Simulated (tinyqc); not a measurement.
Long-channel MOSFET, surface-potential model: effect of the temperature.

n-channel transistor on a uniformly doped p-type body, gradual-channel approximation, constant mobility, Boltzmann statistics, full ionisation. Potentials are counted from the neutral body; V is the electron quasi-Fermi potential, Vsb at the source and Vsb + Vds at the drain. Charges are magnitudes per area.

Nc and Nv are given at 300 K and scale as (T/300 K)^1.5; Eg, Vfb and mu are held fixed. ni = sqrt(Nc Nv) exp(-Eg/(2 Vt)), Eg in volts; phiF = Vt ln(Na/ni); Cox = eps0 eox/tox; gamma = sqrt(2 q eps0 eps_r Na)/Cox. The surface potential psi at channel potential V solves Vgs + Vsb - Vfb - psi = gamma sqrt(G), G = psi - Vt + Vt exp((psi - 2 phiF - V)/Vt). Charge sheet: Qi = Cox gamma [sqrt(G) - sqrt(psi - Vt)]; I = mu (W/L) [integral of Qi dpsi from psi_0 to psi_L (drift) + Vt (Qi0 - QiL) (diffusion)], with psi_0 at V = Vsb and psi_L at V = Vsb + Vds. VT = Vfb + 2 phiF + gamma sqrt(2 phiF + Vsb), m = 1 + gamma/(2 sqrt(2 phiF + Vsb)). The swing is 20 mV/log10[I(VT - 0.14 V)/I(VT - 0.16 V)] of the charge-sheet current at the given Vds.

Inputs (values chosen for the exercise); material values close to those of silicon:

| symbol | value | unit | meaning |
|---|---|---|---|
| Eg | 1.1 | eV | band gap |
| eps_r | 11.6 |  | relative permittivity of the semiconductor |
| Nc | 2.74e19 | cm^-3 | conduction-band density of states at the reference temperature |
| Nv | 2.65e19 | cm^-3 | valence-band density of states at the reference temperature |
| Na | 3.9e16 | cm^-3 | acceptor density of the body |
| eox | 3.72 |  | relative permittivity of the gate insulator |
| tox | 4.5 | nm | insulator thickness |
| Vfb | -0.47 | V | flat-band voltage |
| mu | 300 | cm^2/(V s) | channel mobility |
| W | 1 | um | gate width |
| L | 10 | um | gate length |
| Vsb | 0 | V | source-body reverse bias |
| Vgs | 0.81 | V | gate-source voltage |
| Vds | 0.2 | V | drain-source voltage |

Constants: q = 1.602176634e-19 C, kB = 1.380649e-23 J/K, Vt = kB T/q, eps0 = 8.8541878128e-14 F/cm where lengths are in cm. Results are converted to the units shown.

The same in every row: gamma (V^0.5) = 0.1548.

Result of one run:
```
VT (V)      m  swing (mV/decade)  I at Vgs, Vds (uA)
0.4119  1.089              69.33              0.6599
```

Which temperature T gave this result: 220, 250, 280 or 310 K?

T = 310 K.

The whole series:
```
T (K)  VT (V)      m  swing (mV/decade)  I at Vgs, Vds (uA)
220    0.5441  1.083              48.29              0.3319
250    0.5011  1.085              55.18              0.4358
280    0.4570  1.087              62.18              0.5458
310    0.4119  1.089              69.33              0.6599
340    0.3659  1.092              76.67              0.7771
370    0.3191  1.095              84.24              0.8969
```

As T goes from 220 to 370 K, VT falls from 0.544 to 0.319 V, the swing rises from 48.3 to 84.2 mV a decade and the current rises from 0.332 to 0.897 uA. The swing is 2.2 % above m Vt ln 10 in the first row and 4.8 % above it in the last. For T = 220 to 280 K the surface electron density at the source passes 0.3 Nc, where degeneracy and quantisation, left out here, matter. In every row the mobility is held fixed, though a real channel mobility changes with T and would alter the trend of the current.

Numbers from tinyqc (`OMP_NUM_THREADS=1 python tinyqc.py 2360025 2360026 out.jsonl`; about 0.05 s on one thread of a shared Intel Xeon 2.30GHz).
